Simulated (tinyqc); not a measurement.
Electron-beam lithography: double-Gaussian proximity function, edge placement and dose correction for parallel lines. Inputs raised by 10 %, one at a time. Computed by tinyqc, a small Python program. Command: `OMP_NUM_THREADS=1 python tinyqc.py 3112972 3112973 out.jsonl proximity sens`. One thread of a shared host (Intel(R) Xeon(R) Processor @ 2.30GHz), about 0.01 s of CPU time with the checks.

Lines are infinitely long. Absorbed energy is counted so that the middle of a very large area written at dose 1 receives 1; the resist develops where it exceeds 1/2.

Inputs (values chosen for the exercise, of the order of those for 50 keV electrons in resist on silicon): forward range alpha = 0.019 micrometre; backscatter range beta = 9.1 micrometre; backscatter ratio eta = 1.1; base dose D0 = 210 microcoulomb/cm^2; beam current = 1.4 nA; pixel size = 2 nm; width of the test line = 0.058 micrometre; pattern density around the test line = 0.15.

line widths (micrometre): [0.078, 2.4, 0.048, 0.046]

gaps between the lines (micrometre): [0.08, 0.08, 0.086]

Constants: e = 1.602176634e-19 C.

Method:
- The first line starts at x = 0; each next one starts after the width and the gap.
- f(r) = [exp(-r^2/alpha^2)/alpha^2 + eta exp(-r^2/beta^2)/beta^2]/(pi (1 + eta)). A line from a to b at dose d gives E(x) = d [S(alpha) + eta S(beta)]/(1 + eta), S(s) = [erf((b - x)/s) - erf((a - x)/s)]/2.
- M_ij is the mean of E at the two edges of line i from line j at dose 1.
- Uncorrected edge energies are M 1. Solve M d = 1/2 for the doses d that put the mean edge energy of every line at the threshold.
- A test line of width w << beta in surroundings of density rho, all at dose d: near its edge E(x) = d [S + eta rho]/(1 + eta), S = [erf((b - x)/alpha) - erf((a - x)/alpha)]/2 for edges a and b, the second term being the background energy. Dose to size d_s = (1 + eta)/(erf(w/alpha) + 2 eta rho), dose = d_s D0; edge slope d [1 - exp(-w^2/alpha^2)]/(sqrt(pi) alpha (1 + eta)); width change per 1 % of dose = 2 x 0.01 x (1/2)/slope.
- With dose = d_s D0: electrons per pixel N = dose x pixel area/e; relative noise 1/sqrt(N); time per cm^2 of pattern area = dose x density/current; pixel rate = current/(dose x pixel area).

Runs:
```
input moved                            from      to  dose to size d_s  width change per 1 % of dose (nm)  largest over smallest dose  shot noise (%)
base run                                  -       -             1.579                             0.4479                       1.003           10.99
forward range alpha (micrometre)      0.019  0.0209             1.579                             0.4929                       1.004           10.99
backscatter range beta (micrometre)     9.1   10.01             1.579                             0.4479                       1.002           10.99
backscatter ratio eta                   1.1    1.21             1.621                             0.4590                       1.003           10.85
width of the test line (micrometre)   0.058  0.0638             1.579                             0.4479                       1.003           10.99
pattern density around the test line   0.15   0.165             1.541                             0.4590                       1.003           11.13
base dose D0 (microcoulomb/cm^2)        210     231             1.579                             0.4479                       1.003           10.48
pixel size (nm)                           2     2.2             1.579                             0.4479                       1.003            9.99
```

Exponents ln(y'/y) / ln(x'/x):
```
input                                 dose to size d_s  width change per 1 % of dose  largest over smallest dose  shot noise
forward range alpha                              0.001                         1.003                       0.013       0.000
backscatter range beta                           0.000                         0.000                      -0.006       0.000
backscatter ratio eta                            0.279                         0.257                       0.003      -0.139
width of the test line                           0.000                        -0.001                       0.000       0.000
pattern density around the test line            -0.257                         0.257                       0.000       0.129
base dose D0                                     0.000                         0.000                       0.000      -0.500
pixel size                                       0.000                         0.000                       0.000      -1.000
```

Among the inputs moved here: dose to size d_s answers most in size to backscatter ratio eta (exponent +0.279), next to pattern density around the test line (-0.257); its exponent is below 0.0005 for backscatter range beta, width of the test line, base dose D0, pixel size. Width change per 1 % of dose answers most in size to forward range alpha (exponent +1.003), next to backscatter ratio eta (+0.257); its exponent is below 0.0005 for backscatter range beta, base dose D0, pixel size. Its exponent +1.003 in forward range alpha: the edge slope goes as 1/alpha. Largest over smallest dose answers most in size to forward range alpha (exponent +0.013), next to backscatter range beta (-0.006); its exponent is below 0.0005 for width of the test line, pattern density around the test line, base dose D0, pixel size. Shot noise answers most in size to pixel size (exponent -1.000), next to base dose D0 (-0.500); its exponent is below 0.0005 for forward range alpha, backscatter range beta, width of the test line.

Extremes, crossings and ranges named in words are read from the listed rows.
